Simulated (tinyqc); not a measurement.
# Worked calculation: minority carriers and saturation current of a heavily doped emitter

tinyqc, about 0.01 s, one thread, Intel Xeon 2.30GHz (shared host): `OMP_NUM_THREADS=1 python tinyqc.py 2330128 2330129 out.jsonl` Printed values are rounded.

n-type, parabolic bands, full ionisation. eta = (EF - Ec)/kB T solves N = Nc F12(eta), F12(x) = (2/sqrt(pi)) int_0^infinity sqrt(u)/(1 + exp(u - x)) du. The gap shrinks rigidly by dEg = E1 [ln(N/N0) + sqrt(ln^2(N/N0) + 0.5)], an empirical law that is here taken as the true narrowing.

Values chosen for this exercise; band and dielectric values those of a made-up semiconductor:

| symbol | value | unit | meaning |
|---|---|---|---|
| T | 350 | K | temperature |
| Eg | 1.22 | eV | band gap |
| Nc | 2.94e19 | cm^-3 | conduction-band density of states at 350 K |
| Nv | 3.99e19 | cm^-3 | valence-band density of states at 350 K |
| N | 8.8e18 | cm^-3 | ionised donor density |
| E1 | 9.8 | meV | energy of the narrowing law |
| N0 | 9.6e16 | cm^-3 | density of the narrowing law |
| mup | 180 | cm^2/(V s) | minority-hole mobility |
| Cn | 2.2e-31 | cm^6/s | Auger coefficient |
| ts | 1.2 | us | defect lifetime |
| W | 83 | nm | emitter width |
| S | 3e5 | cm/s | recombination velocity at the contact |

Constants: q = 1.602176634e-19 C, kB = 1.380649e-23 J/K, Vt = kB T/q. Results are converted to the units shown.

Range of the model: Band tails, non-parabolic bands and incomplete ionisation are left out.

## Iteration 1: Fermi level

eta at the start (Boltzmann value) = -1.2062

Newton step on ln F12(eta) = ln(N/Nc): eta(new) = eta - ln(Nc F12/N) F12/Fm, Fm(x) = dF12/dx = (1/sqrt(pi)) int_0^infinity u^(-1/2)/(1 + exp(u - x)) du.

F12 = 0.271988
Fm = 0.248291
eta after iteration 1 = -1.10131

## Course of the iteration

Stop when eta changes by less than 1e-9.

Course of the iteration:
```
iteration,eta,change
1,-1.10131,0.105
2,-1.10086,4.48e-4
3,-1.10086,8.56e-9
4,-1.10086,< 1e-13
```

Converged in 4 iterations.

## Effective intrinsic density

converged eta = -1.10086

ni = sqrt(Nc Nv) exp(-Eg/(2 Vt)), Eg in volts; degeneracy factor g = F12(eta) exp(-eta); nie^2 = ni^2 exp(dEg/kB T) g, p0 = nie^2/N; apparent narrowing dEg + kB T ln g.

ni = 5.63698e10 cm^-3
dEg = 89.0949 meV
g = 0.899977
apparent narrowing = 85.9164 meV
nie = 2.34216e11 cm^-3
p0 = 6233.79 cm^-3

Narrowing multiplies p0 by 19.2 and degeneracy by 0.900.

## Saturation current

1/tau = Cn N^2 + 1/ts, D = mup Vt, L = sqrt(D tau); J0 = (q p0 D/L)(s + tanh(W/L))/(1 + s tanh(W/L)), s = S L/D; the share recombining inside is 1 - 1/[cosh(W/L)(1 + tanh(W/L)/s)].

tau = 55.9593 ns
L = 5511.79 nm
s = 30.4579
J0 = 2.05521e5 fA/cm^2
share recombining inside = 0.0607440 %

The emitter is transparent: most holes reach the contact.
